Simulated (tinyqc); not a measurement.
# Trap depth and cross-section from two peaks

Problem. A DLTS peak lies where ew = sn g T^2 exp(-Et/kB T), g = vth Nc/(300 K)^2. Find Et and sn.

Inputs (values chosen for the exercise): conduction-band density of states at 300 K Nc = 2.8e19 cm^-3; thermal velocity at 300 K vth = 2.4e7 cm/s.

Constants: q = 1.602176634e-19 C, kB = 1.380649e-23 J/K. Results are converted to the units shown.

peak temperatures for ew = 5 and 500 1/s (K): [201.04702, 247.06602]

Answer. The slope of ln(ew/T^2) against q/kB T is -Et, and the intercept is ln(sn g).

Et = 0.3900 eV
sn = 9.900e-17 cm^2

Numbers from tinyqc (`OMP_NUM_THREADS=1 python tinyqc.py 2050140 2050141 out.jsonl`; about 0.01 s on one thread of a shared Intel Xeon 2.30GHz).
